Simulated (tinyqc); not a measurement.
Electron-beam lithography: double-Gaussian proximity function, edge placement and dose correction for parallel lines: one step, computed by the program tinyqc. Command: `OMP_NUM_THREADS=1 python tinyqc.py 3111129 3111130 out.jsonl proximity walk`. One thread of a shared host (Intel(R) Xeon(R) Processor @ 2.30GHz), about 0.01 s of CPU time with the checks.

Lines are infinitely long. Absorbed energy is counted so that the middle of a very large area written at dose 1 receives 1; the resist develops where it exceeds 1/2.

Question. Interaction matrix. f(r) = [exp(-r^2/alpha^2)/alpha^2 + eta exp(-r^2/beta^2)/beta^2]/(pi (1 + eta)). A line from a to b at dose d gives E(x) = d [S(alpha) + eta S(beta)]/(1 + eta), S(s) = [erf((b - x)/s) - erf((a - x)/s)]/2. M_ij is the mean of E at the two edges of line i from line j at dose 1.

Inputs (values chosen for the exercise, of the order of those for 10 keV electrons in resist on silicon): forward range alpha = 0.015 micrometre; backscatter range beta = 1.2 micrometre; backscatter ratio eta = 0.53.

Lines (micrometre):
```
line  left edge  right edge  centre
1         0.000       0.073  0.0365
2         0.743       0.806  0.7745
3         0.926       1.066  0.9960
4         1.118       1.538  1.3280
```

Give: M.

Answer.

M, rows 1, 2, 3, 4:
$$\begin{pmatrix}
0.33867 & 0.00703 & 0.01204 & 0.02179 \\
0.00814 & 0.33705 & 0.02200 & 0.05495 \\
0.00628 & 0.00988 & 0.34950 & 0.06264 \\
0.00388 & 0.00815 & 0.02056 & 0.39251
\end{pmatrix}$$
